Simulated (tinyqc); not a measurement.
Lateral field, substrate current, probability of reaching the oxide barrier and hot-carrier lifetime of a silicon transistor (pseudo-two-dimensional and lucky-electron models): one step, computed by the program tinyqc. Command: `OMP_NUM_THREADS=1 python tinyqc.py 3010220 3010221 out.jsonl hotcar walk`. One thread of a shared host (Intel(R) Xeon(R) Processor @ 2.30GHz), about 0.01 s of CPU time with the checks.

Local-field models: a lucky carrier gains its energy at the peak field over a path free of collisions. Voltages are magnitudes.

Problem. Peak lateral field. C_ox = 3.9 eps_0/t; F_sat = 2 v_s/mu; V_Dsat = V_ov F_sat L/(V_ov + F_sat L), V_ov = V_G - V_T; I_D/W = C_ox v_s (V_ov - V_Dsat). Scale length l = 0.22 t^(1/3) x_j^(1/2) (all in cm); F_m = sqrt(((V_D - V_Dsat)/l_e)^2 + F_sat^2), with l_e = l + L_n; length of the velocity-saturated region l_e ln((V_D - V_Dsat)/(l_e F_sat) + F_m/F_sat).

Inputs (values chosen for the exercise, modelled on a silicon n-channel):
```
quantity                              value                      unit
channel length L                        210                        nm
oxide thickness t                       3.7                        nm
junction depth x_j                       60                        nm
mobility mu                             360                cm^2/(V s)
saturation velocity v_s                 0.8                  1e7 cm/s
threshold voltage V_T                  0.38                         V
gate voltage V_G                       0.97                         V
drain voltage V_D                       2.1                         V
ionisation prefactor A_i              2e+06                      1/cm
ionisation field B_i                   1.65                     MV/cm
hot-carrier mean free path lambda       8.7                        nm
oxide barrier phi_b                     3.1                        eV
interface-trap threshold phi_it         3.8                        eV
lifetime constant H                      30  s microampere/micrometre
length of the depleted extension L_n     14                        nm
```

Drain: lightly doped extension.

Constants: eps_0 = 8.8541878128e-12 F/m.

Give: scale length l; peak field F_m; velocity-saturated length; energy gained over one free path, e lambda F_m.

Solution.

scale length l = 38.69 nm

peak field F_m = 332.9 kV/cm

velocity-saturated length = 142.4 nm

energy gained over one free path, e lambda F_m = 0.2897 eV

Caution: the empirical formula for l was fitted to oxides of about 15 nm or more; for thinner ones it is an extrapolation. Caution: the saturated region fills most of the channel, so the split into two regions is rough. Caution: e V_D is below phi_b or phi_it, so the available energy, not the field, limits hot carriers, and the lucky-electron formulas overstate them.
